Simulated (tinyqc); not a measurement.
Barrier width: Kronig-Penney superlattice by transfer matrices.

Wells (width a, potential 0, mass mw) alternate with barriers (width b, height V0, mass mb); period d = a + b; c = hbar^2/2m0. The vector (psi, psi'/m) is continuous, and a layer of thickness t carries it by M = [[cos kt, (m/k) sin kt], [-(k/m) sin kt, cos kt]] with k = sqrt(m (E - V)/c); for E < V, k = i kappa gives [[cosh, (m/kappa) sinh], [(kappa/m) sinh, cosh]] of kappa t. A Bloch state obeys cos(q d) = tr(Mb Mw)/2.

Constants: hbar^2/2m0 = 3.80998211 eV angstrom^2.

Inputs chosen for the exercise (near those of a GaAs superlattice with barriers of AlGaAs; the results hold for these values, not for the real material): a = 105 angstrom (well width); V0 = 0.211 eV (barrier height); mw = 0.065 m0 (mass in the wells); mb = 0.0886 m0 (mass in the barriers); bs = (6, 9, 12, 15.6, 19.2, 24, 30) angstrom (barrier widths).

First miniband against b. m_z = -2 c f'/d^2 with f = tr M/2 at the bottom of the band. E1 is the level of the single well, kappa1 its decay constant in the barrier.

First miniband:
```
b (angstrom)  bottom (eV)  top (eV)  W (meV)   ln W  m_z (m0)
6.0                0.0096    0.0453    35.67  3.574    0.0685
9.0                0.0130    0.0424    29.40  3.381    0.0719
12.0               0.0157    0.0399    24.21  3.187    0.0765
15.6               0.0183    0.0375    19.17  2.953    0.0835
19.2               0.0203    0.0355    15.17  2.719    0.0926
24.0               0.0223    0.0334    11.10  2.407     0.108
30.0               0.0241    0.0316    7.504  2.015     0.136
```

E1 = 0.0278 eV
kappa1 = 0.0653 1/angstrom

W falls from 35.7 to 7.50 meV, and both edges close in on E1. The slope of ln W is -0.0645 per angstrom over the first two rows and -0.0652 over the last two, against -kappa1 = -0.0653: the width follows one power of the tunnelling amplitude once the wells couple weakly. m_z grows by a factor 2.0. Layers under about 10 angstrom are at the limit of envelope theory.

Computed by tinyqc, a small Python program: `OMP_NUM_THREADS=1 python tinyqc.py 1281689 1281690 out.jsonl` (the numbers bound the seed that draws the inputs); one thread of a shared host (Intel(R) Xeon(R) Processor @ 2.30GHz), about 0.09 s for the whole set of steps.
